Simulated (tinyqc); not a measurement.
Undoped symmetric double-gate MOSFET, analytic potential model: one step of the calculation.

An undoped body of thickness ts between two equal insulators and tied gates; long channel, electrons only, n = ni exp((psi - V)/Vt) with V the quasi-Fermi potential (0 at the source, Vd at the drain), constant mobility, no quantisation. Across the body psi(x) = V - 2 Vt ln[(ts/(2 beta)) sqrt(q ni/(2 eps0 eps_r Vt)) cos(2 beta x/ts)], x from the centre. Q is the electron charge per area of the whole body.

Problem. Constants of the body. ni = sqrt(Nc Nv) exp(-Eg/(2 Vt)), Eg in volts; r = eps_r tox/(eox ts); V0 = dphi + 2 Vt ln[(2/ts) sqrt(2 eps0 eps_r Vt/(q ni))].

Inputs (values chosen for the exercise); material values close to those of silicon:
```
symbol,value,unit,meaning
T,250,K,temperature
Eg,1.1,eV,band gap
eps_r,11.6,,relative permittivity of the semiconductor
Nc,2.16e19,cm^-3,conduction-band density of states at T
Nv,2.02e19,cm^-3,valence-band density of states at T
eox,7.15,,relative permittivity of the gate insulator
tox,4.4,nm,insulator thickness
ts,5,nm,body thickness
dphi,0.03,V,gate work function less that of the intrinsic body
```

Constants: q = 1.602176634e-19 C, kB = 1.380649e-23 J/K, Vt = kB T/q, eps0 = 8.8541878128e-14 F/cm where lengths are in cm. Results are converted to the units shown.

Give: ni; r; V0.

Solution.

ni = 1.708e8 cm^-3
r = 1.428
V0 = 0.5465 V

Numbers from tinyqc (`OMP_NUM_THREADS=1 python tinyqc.py 2440143 2440144 out.jsonl`; about 0.02 s on one thread of a shared Intel Xeon 2.30GHz).
